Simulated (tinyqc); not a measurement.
What moves the results: valley splitting in a one-orbital chain of atomic planes (second-neighbour model). A value that a table varies takes the place of the one given here.

Each (001) plane carries one orbital with energy e0, hopping v to the next plane and u to the second: E(phi) = e0 + 2 v cos(phi) + 2 u cos(2 phi), where phi = pi - k a/4 (the sign of every second orbital is chosen so that v > 0, which shifts the phase by pi). The minimum lies at cos(phi0) = -v/(4u), phi0 = pi - (pi/2) k0 for a valley at k0 (2 pi/a), and e0 puts it at zero. A slab of N planes has hard walls: the matrix simply ends.

A well of Nw planes between barriers of 40 planes each (as of a SiGe alloy, taken as an offset alone). With x = j - 39.5 for plane j = 0, 1, ..., the potential is V0 (f(x) + f(Nw - x)) + F (j - 40) a/4, f(y) = 1/(1 + exp(y/L)), a step for L = 0; L is in planes, 4 L is about the distance over which f goes from 0.88 to 0.12, and 1 MV/m = 1e-4 V/angstrom.

Constants: hbar^2/2m0 = 3.80998211 eV angstrom^2.

Values chosen for the exercise (near those of the Delta valleys of silicon; abrupt walls in this chain split the valleys several times more than measured wells; the results hold for these values, not for the real material): a = 5.42 angstrom (lattice constant; planes lie a/4 apart); ml = 0.863 m0 (longitudinal mass); N0 = 50 (first number of planes); Nf = 120 (planes in the thick slab); V0 = 0.1 eV (barrier height); F = 8 MV/m (field); Nw = 58 (planes in the well); k0 = 0.863 2 pi/a (position of the valley).

## Splitting against the number of planes

u = 0.629859 eV
v = 0.538005 eV
e0 = 1.374604 eV
phi0 = 1.785995 rad

Ten slabs from N0 on, of thickness (N - 1) a/4 between the outer planes. Effective mass: E1 = (c/ml)(pi/W)^2 with W = (N + 2) a/4: the amplitude vanishes on two missing planes at each end, and the envelope has its nodes N + 2 spacings apart. Large-N estimate of the splitting: 16 pi^2 u |sin(phi0) sin((N + 2) phi0)|/(N + 2)^3.

Doublet (meV):
```
N   thickness (angstrom)  mean level  effective mass  splitting  estimate
50                 66.39        8.77            8.78      0.674     0.678
51                 67.75        8.44            8.45      0.272     0.260
52                 69.11        8.13            8.14      0.492     0.500
53                 70.46        7.84            7.85      0.442     0.435
54                 71.81        7.56            7.57      0.263     0.273
55                 73.17        7.30            7.30      0.503     0.501
56                 74.53        7.05            7.05      0.033     0.042
57                 75.88        6.82            6.82      0.467     0.469
58                 77.23        6.59            6.59      0.160     0.152
59                 78.59        6.38            6.38      0.358     0.363
```

The mean level falls smoothly, from 8.8 to 6.4 meV, within 0.2 % of the effective-mass value. The splitting swings between 0.033 (N = 56) and 0.674 meV (N = 50): one plane more or less changes the phase between the two walls by phi0 = 1.786 rad. The estimate misses the computed values by at most 0.011 meV.

## Splitting against the electric field

A thick slab in a field F: plane j = 0, 1, ... gains the energy F j a/4 (1 MV/m = 1e-4 V/angstrom), which presses the electron against the first wall. The exponent is the slope of ln(splitting) against ln F between 20 and 50 MV/m.

Doublet:
```
F (MV/m)  mean level (meV)  splitting (meV)  splitting/F (meV per MV/m)
1                     8.07           0.1405                      0.1405
2                    12.71           0.2775                      0.1388
5                    23.13           0.6937                      0.1387
10                   36.28           1.3877                      0.1388
20                   56.70           2.7763                      0.1388
30                   73.48           4.1656                      0.1389
50                  101.59           6.9459                      0.1389
```

exponent = 1.00

The splitting goes from 0.1405 to 6.9459 meV. At high field it grows as F^1.00: at a single hard wall it follows the squared slope of the envelope, which is proportional to F, while the level itself grows about as F^(2/3) (here F^0.64). A hard wall is the sharpest interface possible; real Si interfaces split several times less.

## Sharp and graded interfaces

The lowest doublet for several interface widths L.

Doublet:
```
L (planes)  4 L (angstrom)  mean level (meV)  splitting (micro-eV)
0.00                  0.00             26.73               1109.94
0.25                  1.35             26.81                598.01
0.50                  2.71             26.94                112.87
0.75                  4.07             27.10                 18.06
1.00                  5.42             27.32                  2.83
1.50                  8.13             27.86                  0.05
2.00                 10.84             28.54                  0.02
```

The mean level moves by +1.8 meV over the table, while the splitting falls from 1109.9 micro-eV at a step to 2.83 at L = 1 plane, a factor 392. Coupling the valleys needs the Fourier component of the potential at twice the valley wave vector, a period of a few planes, and grading removes it. Random alloy disorder, left out here, sets the splitting once this part is gone.

## What each parameter does

Step interfaces (L = 0). u, v, e0 follow from 8 u sin^2(phi0) = (2c/ml)/(a/4)^2, v = -4u cos(phi0), e0 = 2u + v^2/(4u), c = hbar^2/2m0. Each row changes one parameter from the base and keeps the others.

Results:
```
case               mean level (meV)  splitting (micro-eV)
base                          26.73                1109.9
k0 = 0.873 2 pi/a             26.73                1108.4
ml = 0.949 m0                 25.97                1110.0
V0 = 0.15 eV                  27.85                1110.0
F = 16 MV/m                   39.18                2218.0
Nw = 59                       26.73                1112.5
```

The largest shifts from the base row, up to three for each result and ties (the steps differ in size, so this ranks the rows, not the parameters). mean level (meV): F +12.45, V0 +1.12, ml -0.76; unchanged at the printed digits by k0 and Nw. splitting (micro-eV): F +1108.0, Nw +2.5, k0 -1.6.

Program tinyqc; command `OMP_NUM_THREADS=1 python tinyqc.py 1450766 1450767 out.jsonl`; about 0.01 s on one thread of a shared Intel(R) Xeon(R) Processor @ 2.30GHz.
